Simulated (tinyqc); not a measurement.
MESFET, gradual channel with velocity saturation: two steps of the calculation.

A uniformly doped n-type channel, depleted from the top by a Schottky gate; at channel potential V the depleted share of a is u = sqrt((Vbi - Vg + V)/Vp), s at the source. Electrons drift with v = mu E/(1 + mu E/vsat). Abrupt depletion edge, no series resistance, source at 0.

Values chosen for this exercise; material values close to those of indium phosphide: temperature T = 273 K; relative permittivity of the semiconductor eps_r = 12.6; conduction-band density of states at T Nc = 4.93e17 cm^-3; donor density of the channel Nd = 1.3e17 cm^-3; channel thickness a = 180 nm; low-field mobility at this doping mu = 2700 cm^2/(V s); saturation velocity vsat = 1.4e7 cm/s; gate length L = 0.5 um; gate width W = 50 um; Schottky barrier phiB = 0.77 V; gate voltage Vg = -1.3 V.

Constants: q = 1.602176634e-19 C, kB = 1.380649e-23 J/K, Vt = kB T/q, eps0 = 8.8541878128e-14 F/cm where lengths are in cm. Results are converted to the units shown.

Question 1. Built-in and pinch-off voltages. Vbi = phiB - Vt ln(Nc/Nd); Vp = q Nd a^2/(2 eps0 eps_r); G0 = q mu Nd a W/L; Z = mu Vp/(vsat L); s = sqrt((Vbi - Vg)/Vp). VT = Vbi - Vp.

Give: Vbi; Vp; VT; G0; Z; s.

Answer 1.

Vbi = 0.73864 V
Vp = 3.0245 V
VT = -2.2858 V
G0 = 101.23 mS
Z = 11.666
s = 0.82100

Z = 11.7: velocity saturation dominates.

Question 2. The saturation point by Newton steps. a is the channel (half-)thickness, Vp its pinch-off voltage and Z = mu Vp/(vsat L); an iterate with u > 1 is an overshoot, not a physical state. f = (1 - u)(1 + Z (u^2 - s^2)) - Z F/3, F = 3 (u^2 - s^2) - 2 (u^3 - s^3); f' = -(1 + Z (u^2 - s^2)); u(new) = u - f/f'.

u at the start = 0.821
Z = 11.665818
s = 0.82100475

Give: f; f'; u after iteration 1.

Answer 2.

f = 0.17900
f' = -0.99991
u after iteration 1 = 1.0000

Program tinyqc, `OMP_NUM_THREADS=1 python tinyqc.py 2500055 2500056 out.jsonl`; Intel Xeon 2.30GHz, shared host, one thread, about 0.04 s.
